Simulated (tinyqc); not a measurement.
Inside a calculation. Model: BCS gap equation with a constant attraction inside the Debye window. Computed by tinyqc, a small Python program that keeps every step. Command: `OMP_NUM_THREADS=1 python tinyqc.py 3024959 3024960 out.jsonl bcs walk`. One thread of a shared host (Intel(R) Xeon(R) Processor @ 2.30GHz), about 0.01 s of CPU time with the checks. Intermediate numbers are printed to about 6 digits and carried at full precision; extremes and crossings named in words are read from the listed rows.

Pairs attract with strength V for |xi| < k_B Theta; N(0) is the density of states for one spin. Energies are given as temperatures (E/k_B, in K) unless marked.

Inputs (values chosen for the exercise, for a model metal):
```
quantity                   value      unit
coupling N(0)V             0.169         -
Debye temperature Theta      180         K
temperature T              0.359         K
Fermi velocity v_F       1.4e+06       m/s
electron density n          6.81  1e28/m^3
mean free path l             6.6        nm
junction resistance R_n    0.053  kilo-ohm
```

Solver: secant.

Constants: k_B = 8.617333262e-05 eV/K; hbar = 1.054571817e-34 J s; k_B = 1.380649e-23 J/K; m_0 = 9.1093837015e-31 kg; eps_0 = 8.8541878128e-12 F/m; c = 299792458 m/s; e = 1.602176634e-19 C; h = 6.62607015e-34 J s.

## Gap at zero temperature

At T = 0 the gap equation 1/(N(0)V) = int_0^Theta d xi/sqrt(xi^2 + Delta^2) has the integral arcsinh(Theta/Delta), so Delta_0 = Theta/sinh(1/(N(0)V)); weak coupling gives 2 Theta exp(-1/(N(0)V)).

Delta_0 = 0.969429 K

weak-coupling Delta_0 = 0.969422 K

Delta_0 in meV = 0.0835389 meV

## Critical temperature

Gap equation: 1/(N(0)V) = I(Delta, T) = int_0^Theta tanh(E/2T)/E d xi, E = sqrt(xi^2 + Delta^2); 64 Gauss-Legendre points in y with xi = max(Delta, T) sinh(y). T_c solves I(0, T_c) = 1/(N(0)V); the weak-coupling form is T_c = (2 e^C/pi) Theta exp(-1/(N(0)V)) with Euler's C = 0.5772157, and 2 Delta_0/T_c then tends to 2 pi e^-C = 3.528.

T_c = 0.549597 K

weak-coupling T_c = 0.549597 K

2 Delta_0/T_c = 3.52778

T_c/Theta = 0.0031; the ratio lies 0.00 % from 3.528, so the universal weak-coupling laws hold.

## One evaluation of the gap equation

Take Delta = Delta_0 as the trial; the fixed-point update is Delta(new) = N(0)V Delta I(Delta, T).

I(Delta_0, T) = 5.82321

updated Delta = 0.954036 K

## Gap at temperature T

Residual r = N(0)V I - 1, with Delta_0 = Theta/sinh(1/(N(0)V)). Secant steps in Delta^2, from Delta_0 and 0.9 Delta_0, with Delta^2 kept at or above 1e-6 K^2. Stop when |r| < 1e-9 or after 40 steps.

Iterations:
```
step  Delta (K)    residual r
1      0.840480   2.99699e-04
2      0.842903  -5.30620e-06
3      0.842861  -7.44229e-09
4      0.842861   1.84963e-13
```

converged (1 yes, 0 no) = 1

Delta(T) = 0.842861 K

Converged in 4 steps: Delta(T)/Delta_0 = 0.8694 at T/T_c = 0.653.

## Lengths and fields

xi_0 = hbar v_F/(pi Delta_0); lambda_L = sqrt(m_0 eps_0 c^2/(n e^2)); N(0) = 3 n/(2 m_0 v_F^2) for one spin; condensation energy N(0) Delta_0^2/2 = B_c^2/(2 mu_0), mu_0 = 1/(eps_0 c^2); with scattering lambda = lambda_L sqrt(1 + xi_0/l) in the local limit (where xi_0 and l both exceed lambda, nonlocal response makes the true depth larger); Ginzburg-Landau kappa = 0.96 lambda_L/xi_0 + 0.72 lambda_L/l. Free-electron mass throughout; heavier carriers, as in niobium or vanadium, give a larger lambda_L and kappa and can make the metal type II.

coherence length xi_0 = 3511.20 nm

London depth lambda_L = 20.3636 nm

critical field B_c(0) = 3.58881 mT

depth with scattering = 470.131 nm

Ginzburg-Landau kappa = 2.22706

kappa exceeds 1/sqrt(2): type II, and the sample is dirty, l well below xi_0.

## A tunnel junction of this metal

Ambegaokar-Baratoff: I_c R_n = (pi Delta/(2e)) tanh(Delta/2T); Josephson energy E_J = hbar I_c/(2e), given as E_J/h; inductance hbar/(2 e I_c); thermal quasiparticle fraction x = n_qp/(2 N(0) Delta) = sqrt(2 pi T/Delta) exp(-Delta/T), valid for T well below Delta.

I_c R_n = 94.1836 microvolt

critical current I_c = 1777.05 nA

E_J/h = 882.631 GHz

Josephson inductance = 0.185198 nH

quasiparticle fraction x = 0.156359

Caution: T is not small against Delta, so the quasiparticle formula is only a rough guide.

## Gap and superfluid density against temperature

Interpolation tanh(1.74 sqrt(T_c/T - 1)); near T_c, 1.74 sqrt(1 - T/T_c). Clean-limit superfluid fraction 1 - (1/2T) int_0^(40 T) cosh^-2(E/2T) d xi (64 points); two-fluid rule 1 - (T/T_c)^4.

Reduced quantities:
```
T/T_c  Delta/Delta_0  tanh form  square-root form  superfluid fraction  two-fluid rule
0.10        1.000000   0.999942           1.65071             1.000000        0.999900
0.20        0.999877   0.998104           1.55630             0.998853        0.998400
0.30        0.997124   0.990221           1.45579             0.981761        0.991900
0.40        0.985034   0.972207           1.34780             0.927924        0.974400
0.50        0.956885   0.940227           1.23037             0.834041        0.937500
0.60        0.906995   0.889746           1.10047             0.706678        0.870400
0.70        0.828772   0.814110           0.95304             0.553718        0.759900
0.80        0.711045   0.701374           0.77815             0.381786        0.590400
0.90        0.526344   0.522665           0.55024             0.195951        0.343900
0.95        0.380318   0.379250           0.38908             0.099045        0.185494
0.98        0.243584   0.243575           0.24607             0.039853        0.077632
```

The tanh form misses the gap by at most about 0.017 (at T/T_c = 0.6); the square-root form is within 3 % only from T/T_c = 0.95. The gap keeps 99 % of Delta_0 up to T/T_c = 0.3, since quasiparticles are exponentially few. The two-fluid rule exceeds the BCS superfluid fraction most, by 0.21, at T/T_c = 0.8.

Checks made by the program: weak-coupling T_c, allowing for terms of order exp(-Theta/T_c) (relative difference below 1e-10).
